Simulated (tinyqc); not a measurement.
# Resistance of a tapered via with liner, size effect and interface: what changes with what

A round via whose diameter grows from db at the bottom as D(z) = db + 2 z/tan(ang). The fill, of diameter D - 2 tl, starts above the bottom liner (thickness fb tl) and has rho = rho0 (1 + ks lam/(D - 2 tl)); the sidewall liner conducts in parallel with it. The bottom liner and the interface are crossed over the full area pi db^2/4. Spreading in the lines above and below is left out.

Parameters, values chosen for the exercise; fill metal close to cobalt:
```
symbol    value      unit                                                   meaning
db           37        nm                                    diameter at the bottom
hv          140        nm                                                    height
ang          87   degrees                                            sidewall angle
rho0       6.04   uohm cm                              bulk resistivity of the fill
lam        12.1        nm                                mean free path of the fill
ks          1.1                                                  size-effect factor
tl          1.3        nm                                     liner on the sidewall
fb          0.7                       liner at the bottom over that on the sidewall
rl          290   uohm cm                                  resistivity of the liner
ri      1.2e-12  ohm cm^2                       interface resistivity at the bottom
Sb         1e15     S/m^2      ballistic conductance per area, about 3/(4 rho0 lam)
rho2       7.81   uohm cm  bulk resistivity of the second fill (close to ruthenium)
lam2       6.47        nm                                        its mean free path
tl2         0.5        nm                                                 its liner
```

Each table varies one quantity; the others keep the values above.

## Via resistance against the diameter at the bottom

Slices between z0 = fb tl and hv, evaluated at their midpoints: conductance per length pi/4 [(D - 2 tl)^2/rho + (D^2 - (D - 2 tl)^2)/rl], slice resistance = slice height over that. 2000 slices. R_fill = sum of the slices; R_bottom = rl fb tl/(pi db^2/4); R_interface = ri/(pi db^2/4); ballistic (Sharvin) limit 1/(Sb pi (db - 2 tl)^2/4); ideal cylinder rho0 hv/(pi db^2/4).

Result of one run:
columns A: db (nm); B: R_fill (ohm); C: R_bottom (ohm); D: R_interface (ohm); E: R (ohm); F: ballistic limit (ohm); G: R over ideal cylinder; H: largest part
```
A       B      C       D      E      F      G     H
22  24.57  6.942  0.3157  31.82  3.383  1.431  fill
```

What becomes of these results when the diameter at the bottom db is changed from 22 to 30 nm, all else the same?

Result of the changed run:
columns A: db (nm); B: R_fill (ohm); C: R_bottom (ohm); D: R_interface (ohm); E: R (ohm); F: ballistic limit (ohm); G: R over ideal cylinder; H: largest part
```
A       B      C       D      E      F      G     H
30  12.89  3.733  0.1698  16.79  1.696  1.403  fill
```

The whole series:
columns A: db (nm); B: R_fill (ohm); C: R_bottom (ohm); D: R_interface (ohm); E: R (ohm); F: ballistic limit (ohm); G: R over ideal cylinder; H: largest part
```
A        B       C        D      E       F      G     H
6    504.9   93.34    4.244  602.5   110.1  2.015  fill
8.3  215.6   48.77    2.218  266.6   39.19  1.706  fill
11   110.6   27.77    1.263  139.6   18.04  1.569  fill
16   48.29   13.13   0.5968  62.01   7.091  1.475  fill
22   24.57   6.942   0.3157  31.82   3.383  1.431  fill
30   12.89   3.733   0.1698  16.79   1.696  1.403  fill
42   6.448   1.905  0.08661  8.440  0.8202  1.383  fill
58   3.334  0.9988  0.04542  4.379  0.4148  1.368  fill
80   1.734  0.5250  0.02387  2.282  0.2125  1.357  fill
```

R falls from 602 to 2.28 ohm. The fill is the largest part at db = 6 and in all other rows. R goes as db^(-2.51) between the first two rows and db^(-2.03) between the last two; area alone gives -2.

## Via resistance against the sidewall angle

Same model as above.

2000 slices.

The same in every row: R_bottom (ohm) = 2.4544; R_interface (ohm) = 0.11161; ballistic limit (ohm) = 1.0760.

Via resistance against the sidewall angle:
```
ang (degrees)  R_fill (ohm)  R (ohm)  R over ideal cylinder  largest part
90                   12.480   15.046                 1.9131          fill
89                   10.730   13.296                 1.6907          fill
88                   9.4039   11.970                 1.5220          fill
87                   8.3638   10.930                 1.3898          fill
86                   7.5265   10.092                 1.2833          fill
84                   6.2613   8.8273                 1.1224          fill
82                   5.3497   7.9158                 1.0065          fill
```

What does the table show?

R falls from 15.0 to 7.92 ohm. The fill is the largest part at ang = 90 and in all other rows. The share of the two bottom terms goes from 17.1 to 32.4 %.

## Two fill metals against the diameter

2000 slices. R_fill = sum of the slices; R_bottom = rl fb tl/(pi db^2/4); R_interface = ri/(pi db^2/4). The second fill has rho2, lam2 and tl2 in place of rho0, lam and tl.

Result of one run:
```
db (nm)  R, first fill (ohm)  R, second fill (ohm)  ratio second/first
6                      602.5                 300.6              0.4990
```

What becomes of these results when the diameter at the bottom db is changed from 6 to 100 nm, all else the same?

Result of the changed run:
```
db (nm)  R, first fill (ohm)  R, second fill (ohm)  ratio second/first
100                    1.454                 1.460               1.004
```

The whole series:
```
db (nm)  R, first fill (ohm)  R, second fill (ohm)  ratio second/first
6                      602.5                 300.6              0.4990
8.5                    251.9                 154.5              0.6132
12                     115.2                 81.25              0.7052
17                     54.55                 42.64              0.7815
24                     26.58                 22.44              0.8445
35                     12.24                 11.04              0.9013
49                     6.167                 5.812              0.9424
70                     2.991                 2.923              0.9773
100                    1.454                 1.460               1.004
```

The ratio goes from 0.499 to 1.00. The two fills give the same R at db = 93.7 nm; below it the second gives the lower R. Ratios within a few per cent of 1 are a tie, given that ballistic terms are left out.

Computed by the program tinyqc: `OMP_NUM_THREADS=1 python tinyqc.py 2750134 2750135 out.jsonl`, one thread of a shared Intel Xeon 2.30GHz, about 0.01 s for the whole run.
